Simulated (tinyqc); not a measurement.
Born-Mayer model of an ionic crystal AB: one step, computed by the program tinyqc. Command: `OMP_NUM_THREADS=1 python tinyqc.py 3013110 3013111 out.jsonl bornmayer walk`. One thread of a shared host (Intel(R) Xeon(R) Processor @ 2.30GHz), about 0.01 s of CPU time with the checks.

Energies are per ion pair and r is the nearest distance of unlike ions.

Problem. Bulk modulus. Madelung constant M, unlike neighbours z1, like neighbours z2 at f r, volume per pair: rock salt 1.747565, 6, 12, sqrt2, 2 r^3; caesium chloride 1.762675, 8, 6, 2/sqrt3, 8 r^3/(3 sqrt3); zinc blende 1.638055, 4, 12, sqrt(8/3), 16 r^3/(3 sqrt3). U(r) = -M z^2 e^2/(4 pi eps_0 r) + z1 lambda exp(-r/rho). B = U''(r0)/(9 c r0), with the volume written as c r^3.

Inputs (values chosen for the exercise, for a model salt): ionic charge z = 1; unlike repulsion lambda = 356 eV; range rho = 0.354 angstrom.

Structure: zinc blende. Short range: nearest neighbours only.

equilibrium distance r0 = 2.455097 angstrom

Constants: e^2/(4 pi eps_0) = 14.39964548 eV angstrom; 1 eV/angstrom^3 = 160.2176634 GPa.

Give: U''(r0); bulk modulus B.

Solution.

U''(r0) = 7.867 eV/angstrom^2

bulk modulus B = 18.52 GPa
